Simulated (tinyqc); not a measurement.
Time-dependent dielectric breakdown: cell percolation, Weibull statistics, area scaling and voltage extrapolation: one step, computed by the program tinyqc.

The oxide is divided into columns of area a^2, each holding m = t_ox/a cells (m is taken as continuous). A share lambda(t) = (t/t_1)^alpha of the cells is defective, and a column whose cells are all defective breaks down.

Question. Fitting the sample. W = ln(-ln(1 - F_i)) with the median ranks F_i. Least squares in W: W = beta ln t - beta ln t63. Maximum likelihood: solve sum t^b ln t/sum t^b - 1/b = mean of ln t for b, then t63 = (mean of t^b)^(1/b).

Weibull plot:

| i | t (s) | F_i | ln t | W |
|---|---|---|---|---|
| 1 | 40.7431 | 0.0673077 | 3.707287 | -2.663843 |
| 2 | 122.6778 | 0.1634615 | 4.809561 | -1.723263 |
| 3 | 127.3258 | 0.2596154 | 4.846749 | -1.202023 |
| 4 | 146.3271 | 0.3557692 | 4.985844 | -0.821667 |
| 5 | 156.1345 | 0.4519231 | 5.050718 | -0.508595 |
| 6 | 174.8429 | 0.5480769 | 5.163888 | -0.230365 |
| 7 | 179.3451 | 0.6442308 | 5.189312 | 0.032925 |
| 8 | 192.2637 | 0.7403846 | 5.258868 | 0.299033 |
| 9 | 203.2839 | 0.8365385 | 5.314603 | 0.593977 |
| 10 | 311.6791 | 0.9326923 | 5.741974 | 0.992689 |

Give: slope by least squares; t63 by least squares; slope by maximum likelihood; t63 by maximum likelihood.

Answer.

slope by least squares = 1.9691

t63 by least squares = 194.91 s

slope by maximum likelihood = 2.6592

t63 by maximum likelihood = 185.51 s

Caution: t_1 is an input here; in a real oxide it changes with thickness at fixed voltage.
